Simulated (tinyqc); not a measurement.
One electron in a tunnel-coupled double dot: charge qubit, sensing and quantum capacitance: two steps of the calculation.

Basis (left, right), H = [[ep/2, tc], [tc, -ep/2]], splitting Om = sqrt(ep^2 + 4 tc^2), ep = al times the gate voltage. In equilibrium the electron is on the right with the chance P_R = [1 + (ep/Om) tanh(Om/2 kB T)]/2.

Values chosen for this exercise:
```
symbol,value,unit,meaning
tc,5.1,ueV,tunnel coupling
T,0.17,K,electron temperature
se,0.95,ueV,deviation of quasi-static detuning noise
ep,19.2,ueV,detuning
```

Constants: q = 1.602176634e-19 C, kB = 1.380649e-23 J/K, hbar = 1.054571817e-34 J s, h = 6.62607015e-34 J s, Vt = kB T/q. Results are converted to the units shown.

Task 1. Splitting and occupation. Also the frequency Om/h, the mixing angle arctan2(2 tc, ep) and the weight of the right dot in the ground state, (1 + ep/Om)/2.

Give: Om; Om/h; mixing angle; ground-state weight; kB T; P_R.

Result 1.

Om = 21.74 ueV
Om/h = 5.257 GHz
mixing angle = 27.98 degree
ground-state weight = 0.9416
kB T = 14.65 ueV
P_R = 0.7783

Task 2. Dephasing by charge noise. Noise in ep shifts Om by (ep/Om) d + (2 tc^2/Om^3) d^2. For Gaussian d of deviation se the spread of Om is sqrt[(ep se/Om)^2 + 2 (2 tc^2 se^2/Om^3)^2], and T2* is estimated as sqrt(2) hbar/spread; Om T2*/h counts the oscillations within T2*.

Give: first-order spread; second-order spread; T2*; oscillations within T2*.

Result 2.

first-order spread = 0.8390 ueV
second-order spread = 0.006461 ueV
T2* = 1.109 ns
oscillations within T2* = 5.833

At ep = 0 the first-order term vanishes and T2* would be 14.9 ns.

Computed by the program tinyqc: `OMP_NUM_THREADS=1 python tinyqc.py 2470034 2470035 out.jsonl`, one thread of a shared Intel Xeon 2.30GHz, about 0.01 s for the whole run.
